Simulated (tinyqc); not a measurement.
## Free and trapped electrons in a MOS channel with a dense trap tail: free and trapped charge against gate voltage

p-type body, charge-sheet picture, full ionisation (an idealisation for deep acceptors), Boltzmann statistics for free electrons. e = Ec - EF at the surface. Acceptor-like traps of density D(E) = D0 + De exp(-E/Ew) at depth E below Ec, from 0 to Eu, hold n_t = integral of D(E)/(1 + exp((e - E)/Vt)). psi = Eg - Vt ln(Nv/Na) - e; N_dep = sqrt(2 eps0 eps_r Na (psi - Vt)/q); n_f = sqrt(N_dep^2 + 2 eps0 eps_r Vt Nc exp(-e/Vt)/q) - N_dep; Vg = Vfb + psi + q (N_dep + n_t + n_f)/Cox, Cox = eps0 eox/tox.

Free share n_f/(n_f + n_t); swing ln 10 n_f/(dn_f/dVg); field-effect mobility mf q (dn_f/dVg)/Cox, for a constant mf; oxide field q (N_dep + n_t + n_f)/(eps0 eox).

Parameters, values chosen for the exercise; band and dielectric values close to those of gallium nitride:
- T = 475 K (temperature)
- Eg = 3.41 eV (band gap)
- eps_r = 9.34 (relative permittivity)
- Nc = 4.54e18 cm^-3 (conduction-band density of states at T)
- Nv = 9.22e19 cm^-3 (valence-band density of states at T)
- eox = 3.9 (relative permittivity of the insulator)
- tox = 27 nm (insulator thickness)
- Na = 5.8e16 cm^-3 (acceptor density)
- Vfb = -3 V (flat-band voltage without trapped charge)
- D0 = 1.1e10 cm^-2 eV^-1 (constant background density of acceptor-like traps)
- De = 3.5e12 cm^-2 eV^-1 (density of the tail at the conduction edge)
- Ew = 0.06 eV (decay energy of the tail)
- Eu = 0.74 eV (depth below Ec down to which the traps reach)
- mf = 180 cm^2/(V s) (mobility of free electrons)

Constants: q = 1.602176634e-19 C, kB = 1.380649e-23 J/K, Vt = kB T/q, eps0 = 8.8541878128e-14 F/cm where lengths are in cm. Results are converted to the units shown.

Free and trapped charge against gate voltage:

| Vg (V) | e (eV) | n_f (cm^-2) | n_t (cm^-2) | free share (%) | swing (mV/decade) | field-effect mobility (cm^2/(V s)) | oxide field (MV/cm) |
|---|---|---|---|---|---|---|---|
| 1.1 | 0.5492 | 1.163e6 | 2.158e9 | 0.05386 | 125.5 | 0.004813 | 0.5707 |
| 1.6 | 0.1910 | 6.864e9 | 2.400e10 | 22.24 | 175.3 | 20.33 | 0.6232 |
| 2.2 | 0.04215 | 2.341e11 | 1.234e11 | 65.49 | 936.9 | 129.7 | 0.7903 |
| 2.7 | 0.002416 | 5.541e11 | 1.620e11 | 77.38 | 1862 | 154.5 | 0.9608 |
| 3.3 | -0.02619 | 9.821e11 | 1.838e11 | 84.23 | 3082 | 165.4 | 1.172 |
| 3.8 | -0.04333 | 1.354e12 | 1.936e11 | 87.49 | 4145 | 169.6 | 1.351 |
| 4.4 | -0.05959 | 1.809e12 | 2.007e11 | 90.02 | 5450 | 172.4 | 1.567 |
| 4.9 | -0.07082 | 2.193e12 | 2.045e11 | 91.47 | 6552 | 173.8 | 1.748 |
| 5.4 | -0.08058 | 2.580e12 | 2.071e11 | 92.57 | 7664 | 174.8 | 1.930 |

n_f reaches 1e11 cm^-2 at Vg = 1.94 V, against 1.83 V without traps. The free share rises from 0.0539 to 92.6 % and the field-effect mobility rises from 0.00481 to 175 cm^2/(V s), although mf = 180 is constant: in the last row 97.1 % of Cox dVg goes into free electrons. The swing in the first row is 125 mV a decade (Vt ln 10 = 94.3). For Vg = 2.2, 2.7, 3.3, 3.8, 4.4, 4.9, 5.4 EF lies less than 2 Vt below the band edge, or above it, where degeneracy and confinement, left out, matter.

Program tinyqc, `OMP_NUM_THREADS=1 python tinyqc.py 2222043 2222044 out.jsonl`; Intel Xeon 2.30GHz, shared host, one thread, about 0.02 s.
